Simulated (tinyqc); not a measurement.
Hydrogenic donor in a hard-walled well (variational): one step. One trial length. Four cases, with inputs chosen for the exercise.

Question. Evaluate I0, I1 and both terms.

Trial function cos(pi z/L) exp(-r/lam), r measured from the donor at zi, walls at +/- L/2, one eps everywhere. Counted from the lowest subband, E(lam) = c/(m lam^2) - (q/eps) I0/I1, with I0 the integral of cos^2(pi z/L) exp(-2|z - zi|/lam) over the well and I1 the same with the factor (|z - zi| + lam/2); c = hbar^2/2m0, q = e^2/(4 pi eps0). The binding energy is -E at the minimum.

Constants: hbar^2/2m0 = 3.80998211 eV angstrom^2; e^2/(4 pi eps0) = 14.39964547 eV angstrom.

Case 1.

Values chosen (near those of GaAs; not measured data): m = 0.07 m0 (mass); eps = 13.3 (dielectric constant); L = 158 angstrom (well width); zi = 15 angstrom (position of the donor from the centre); lam = 119 angstrom (trial length).

Case 2.

Values chosen (near those of InP; not measured data): m = 0.079 m0 (mass); eps = 12.4 (dielectric constant); L = 83 angstrom (well width); zi = 22 angstrom (position of the donor from the centre); lam = 84 angstrom (trial length).

Case 3.

Values chosen (near those of GaN; not measured data): m = 0.2 m0 (mass); eps = 9.6 (dielectric constant); L = 123 angstrom (well width); zi = 34 angstrom (position of the donor from the centre); lam = 37 angstrom (trial length).

Case 4.

Values chosen (near those of GaAs; not measured data): m = 0.065 m0 (mass); eps = 12.7 (dielectric constant); L = 362 angstrom (well width); zi = 162 angstrom (position of the donor from the centre); lam = 191 angstrom (trial length).

Give: I0; I1; kinetic term; Coulomb term; E.

Answer.

Case 1.

I0 = 53.150 angstrom
I1 = 4282.9 angstrom^2
kinetic term = 3.844 meV
Coulomb term = -13.436 meV
E = -9.593 meV

Case 2.

I0 = 25.417 angstrom
I1 = 1537.9 angstrom^2
kinetic term = 6.835 meV
Coulomb term = -19.193 meV
E = -12.358 meV

Case 3.

I0 = 15.873 angstrom
I1 = 566.2 angstrom^2
kinetic term = 13.915 meV
Coulomb term = -42.052 meV
E = -28.136 meV

Case 4.

I0 = 41.733 angstrom
I1 = 8959.7 angstrom^2
kinetic term = 1.607 meV
Coulomb term = -5.281 meV
E = -3.675 meV

Computed by tinyqc, one run a case: `OMP_NUM_THREADS=1 python tinyqc.py N N+1 out.jsonl` with N = 1281240, 1281551, 1281734, 1282791; one thread of a shared Intel(R) Xeon(R) Processor @ 2.30GHz, about 0.04 s a run at most.
